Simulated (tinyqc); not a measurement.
# Bandgap voltage reference from two bipolar transistors: effect of the output resistor at T0

Two transistors of area 1 and N carry the same current I. Is(T) = Is (T/T0)^eta exp[(Vg0 q/kB)(1/T0 - 1/T)], VBE1 = Vt ln(I/Is(T)) + I rb, VBE2 = Vt ln(I/(N Is(T))) + I rb/N. The amplifier forces I R1(T) = VBE1 - VBE2 + Vos, with R(T) = R (1 + tc (T - T0)) for both resistors, and the output is Vref = VBE1 + I R2(T). Base currents and the Early effect are neglected.

Vt = kB T/q; I = (Vt ln N + Vos)/(R1(T) - rb (1 - 1/N)). Box coefficient: span of Vref between 233 and 398 K over its average over T and over 165 K. The last column is the R2 that gives zero slope at T0.

Values chosen for this exercise; values of the order met in silicon bipolar transistors:
- T0 = 298 K (reference temperature)
- Vg0 = 1.172 V (band-gap voltage extrapolated to 0 K)
- eta = 3.9 (temperature exponent of the saturation current)
- Is = 8.2e-17 A (saturation current of the unit transistor at T0)
- N = 4 (area ratio of the second transistor)
- R1 = 13 kohm (resistor across which the difference of VBE falls, at T0)
- tc = 0 ppm/K (temperature coefficient of both resistors)
- Vos = 0.7 mV (offset of the amplifier)
- rb = 38 ohm (series resistance of the unit transistor)

Constants: q = 1.602176634e-19 C, kB = 1.380649e-23 J/K. Results are converted to the units shown.

Effect of the output resistor at T0:
```
R2 (kohm)  I at T0 (uA)  Vref at T0 (V)  slope at T0 (uV/K)  box coefficient (ppm/K)  R2 for zero slope (kohm)
209.2             2.798           1.208              -167.5                    148.5                     227.4
216               2.798           1.227              -104.8                    94.89                     227.4
222.8             2.798           1.246              -42.22                    43.91                     227.4
227.4             2.798           1.259              0.1423                    18.19                     227.4
231.9             2.798           1.272               41.59                    27.22                     227.4
238.8             2.798           1.291               105.1                    72.58                     227.4
245.6             2.798           1.310               167.8                    119.2                     227.4
```

As R2 goes from 209.2 to 245.6, Vref rises from 1.208 to 1.310 V and the box coefficient goes from 148 through a minimum of 18.2 (at R2 = 227.4 among the rows listed) to 119 ppm/K. One per cent in R2 moves the slope by 20.9 uV/K.

Program tinyqc, `OMP_NUM_THREADS=1 python tinyqc.py 2062024 2062025 out.jsonl`; Intel Xeon 2.30GHz, shared host, one thread, about 0.02 s.
